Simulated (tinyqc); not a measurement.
Projection against the Weibull slope.

Defects are spread at random, so -ln(1 - F) is proportional to the area: t63(A2) = t63 (A1/A2)^(1/beta), and the time to the share Fp is t63(A2) (-ln(1 - Fp))^(1/beta).

Inputs (values chosen for the exercise):
- A1 = 4.5 um^2 (area of a test capacitor)
- A2 = 6.6e5 um^2 (gate area of the product)
- Fp = 0.0001 (allowed share of failed products)
- t63 = 1300 s (characteristic time of a test capacitor)

Results:
```
beta  t63 of the product (s)  time to Fp (s)  decades lost to area  decades lost to the percentile
0.6                 3.187e-6       6.867e-13                 8.611                           6.667
1.02                 0.01119        1.341e-6                 5.065                           3.922
1.45                  0.3556        6.199e-4                 3.563                           2.759
1.88                   2.322         0.01731                 2.748                           2.128
2.3                    7.374          0.1345                 2.246                           1.739
3.15                   29.77           1.600                 1.640                           1.270
3.58                   46.86           3.577                 1.443                           1.117
4                      66.43           6.643                 1.292                           1.000
```

Estimate the missing row, beta = 2.73.

Computed row:
```
beta  t63 of the product (s)  time to Fp (s)  decades lost to area  decades lost to the percentile
2.73                   16.65          0.5706                 1.892                           1.465
```

With this row back in the table: Both losses go as 1/beta: together 15.3 decades at beta = 0.6 and 2.29 at 4. For small Fp only the ratio Fp/A2 counts, so ten times the area costs as much as a tenth of Fp.

Computed by the program tinyqc: `OMP_NUM_THREADS=1 python tinyqc.py 2070147 2070148 out.jsonl`, one thread of a shared Intel Xeon 2.30GHz, about 0.01 s for the whole run.
